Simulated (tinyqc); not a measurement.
Short-channel transistor, virtual-source model with series resistance: two steps of the calculation.

The current per gate width is the charge at the top of the source barrier (the virtual source) times its velocity times a saturation function; al and be are fitting constants of the model. Units: I in uA/um, Rs in ohm um, so I Rs = 1e-6 I Rs in volts; Q in uC/cm^2, so I = 1e-4 Q vx0 Fsat with vx0 in cm/s.

Parameters, values chosen for the exercise: temperature T = 300 K; inversion capacitance Cinv = 2.68 uF/cm^2; velocity at the virtual source vx0 = 1.71e7 cm/s; apparent mobility mu = 1100 cm^2/(V s); channel length L = 45 nm; threshold at zero drain voltage VT0 = 0.49 V; drain-induced barrier lowering dl = 0.156 V/V; subthreshold factor n0 = 1.35; growth of n with drain voltage nd = 0 1/V; threshold shift (in units of Vt) from weak to strong inversion al = 3.5; sharpness of saturation be = 1.4; series resistance of each contact Rs = 150 ohm um; gate voltage Vgs = 0.7 V; drain voltage Vds = 0.7 V.

Constants: q = 1.602176634e-19 C, kB = 1.380649e-23 J/K, Vt = kB T/q. Results are converted to the units shown.

Problem 1. Current through the series resistance. Intrinsic voltages Vg' = Vgs - I Rs, Vd' = Vds - 2 I Rs. n = n0 + nd Vd', VT = VT0 - dl Vd', Ff = 1/(1 + exp((Vg' - VT + al Vt/2)/(al Vt))), Q = Cinv n Vt ln(1 + exp((Vg' - VT + al Vt Ff)/(n Vt))), Vdsat = (vx0 L/mu)(1 - Ff) + Vt Ff, Fsat = u/(1 + u^be)^(1/be) with u = Vd'/Vdsat, and I(out) = Q vx0 Fsat per width. (Fsat takes the sign of u.) Newton step: I(new) = I + (I(out) - I)/(1 - s), s = dI(out)/dI by a central difference with +/- 0.001 uA/um.

I after iteration 1 = 759.14038 uA/um

Give: Vg'; Vd'; VT; Ff; Q; Vdsat; Fsat; I(out); s; I after iteration 2.

Solution 1.

Vg' = 0.58613 V
Vd' = 0.47226 V
VT = 0.41633 V
Ff = 0.084972
Q = 0.47625 uC/cm^2
Vdsat = 0.066207 V
Fsat = 0.95673
I(out) = 779.15 uA/um
s = -0.81534
I after iteration 2 = 770.16 uA/um

Problem 2. What the series resistance costs. n = n0 + nd Vd', VT = VT0 - dl Vd', Ff = 1/(1 + exp((Vg' - VT + al Vt/2)/(al Vt))), Q = Cinv n Vt ln(1 + exp((Vg' - VT + al Vt Ff)/(n Vt))), Vdsat = (vx0 L/mu)(1 - Ff) + Vt Ff, Fsat = u/(1 + u^be)^(1/be) with u = Vd'/Vdsat, and I = Q vx0 Fsat per width. I0 is the current for Rs = 0. Effective velocity I/Q; transit time L Q/I.

converged I = 770.16655 uA/um
I0 = 1430.3143 uA/um

Wanted: loss against I0; effective velocity; transit time.

Solution 2.

loss against I0 = 46.15 %
effective velocity = 1.635e7 cm/s
transit time = 0.2752 ps

The carriers leave the virtual source at 95.6 % of vx0: the device is in saturation.

Numbers from tinyqc (`OMP_NUM_THREADS=1 python tinyqc.py 2380134 2380135 out.jsonl`; about 0.01 s on one thread of a shared Intel Xeon 2.30GHz).
